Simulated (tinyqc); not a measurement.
Inside a calculation: two-band massive Dirac model of the K valleys. Values are carried at full precision from step to step, so a last printed digit may differ when a step is redone from the rounded ones.

Basis (conduction, valence): H = [[D/2, a t (tau kx - i ky)], [a t (tau kx + i ky), -D/2 + lam tau sz]], valley tau = +/-1, spin sz = +/-1. The gap of a spin and valley is G = D - lam tau sz. Berry curvature Omega = curl of i<u|grad u>; for the conduction band Omega_c = -tau 2 a^2 t^2 G/(G^2 + 4 a^2 t^2 k^2)^(3/2), and Omega_v = -Omega_c.

Constants: hbar^2/2m0 = 3.80998211 eV angstrom^2.

Parameters, chosen for this exercise (near those used for monolayer WSe2; not measured data): a = 3.316 angstrom (lattice constant); D = 1.58 eV (gap parameter); t = 1.17 eV (effective hopping); lam = 0.239 eV (half the valence spin splitting); tau = 1 (valley); sz = 1 (spin); k = (0.115, 0.096) 1/angstrom (wave vector from the valley); h = 0.02 1/angstrom (side of the plaquette).

## Band edges of the four flavours

At k = 0: Ec = D/2, Ev = -D/2 + lam tau sz; mass m/m0 = c G/(a t)^2 for both bands, c = hbar^2/2m0; Omega_c(0) = -2 tau a^2 t^2/G^2.

Edges:

| tau | sz | Ec (eV) | Ev (eV) | G (eV) | mass (m0) | Omega_c (angstrom^2) |
|---|---|---|---|---|---|---|
| 1 | 1 | 0.7900 | -0.5510 | 1.3410 | 0.3394 | -16.741 |
| 1 | -1 | 0.7900 | -1.0290 | 1.8190 | 0.4604 | -9.098 |
| -1 | 1 | 0.7900 | -1.0290 | 1.8190 | 0.4604 | 9.098 |
| -1 | -1 | 0.7900 | -0.5510 | 1.3410 | 0.3394 | 16.741 |

The top of the valence band has spin up at tau = +1 and spin down at tau = -1: spin and valley are locked, with 478 meV between the two valence bands (A and B transitions at 1.341 and 1.819 eV, without exciton binding).

## H at one k

Fill in the matrix and diagonalise: E = lam tau sz/2 -/+ sqrt(G^2/4 + a^2 t^2 k^2).

H (eV):
```
                c               v
c          0.7900  0.4462-0.3725i
v  0.4462+0.3725i         -0.5510
```

levels (eV): -0.7678  1.0068

cos(theta) = G/(E+ - E-) = 0.7556

## Curvature, orbital moment and circular dichroism

Omega_c from the formula; orbital moment of both bands m = -tau (a t)^2 G/(c (G^2 + 4 a^2 t^2 k^2)) in Bohr magnetons (charge -e), c = hbar^2/2m0; interband strengths |P+/-|^2 proportional to (1 +/- tau cos(theta))^2 for P+/- = Px +/- i Py, and eta = (|P+|^2 - |P-|^2)/(|P+|^2 + |P-|^2) = 2 tau cos(theta)/(1 + cos^2(theta)).

Omega_c = -7.223 angstrom^2
orbital moment = -1.682 muB
eta = 0.9620

All three change sign with the valley. The selection rule, exact at k = 0, still holds to 96.2 % here.

## The curvature from a plaquette

Corners counter-clockwise around k, from (-h/2, -h/2); upper eigenvector u with its first component real and positive; Omega = -(sum of arg <u_j|u_(j+1)>)/h^2.

Corners:

| j | kx | ky | u_c | u_v | arg <u_j\|u_j+1> (rad) |
|---|---|---|---|---|---|
| 1 | 0.1050 | 0.0860 | 0.94511 | 0.25279+0.20705i | -0.009628 |
| 2 | 0.1250 | 0.0860 | 0.93581 | 0.29041+0.19980i | 0.013137 |
| 3 | 0.1250 | 0.1060 | 0.92887 | 0.28250+0.23956i | 0.011203 |
| 4 | 0.1050 | 0.1060 | 0.93727 | 0.24533+0.24767i | -0.011823 |

Omega_c from the plaquette = -7.224 angstrom^2

The formula at the centre gives -7.223; the plaquette averages over its area.

## Checks

- Curvature formula against a plaquette of side 1e-4: both -7.2229.
- Eta against the matrix elements of dH/dkx +/- i dH/dky: both 0.96199.

(tinyqc, `OMP_NUM_THREADS=1 python tinyqc.py 1482027 1482028 out.jsonl`, Intel(R) Xeon(R) Processor @ 2.30GHz, 1 thread, shared host, about 0.01 s.)
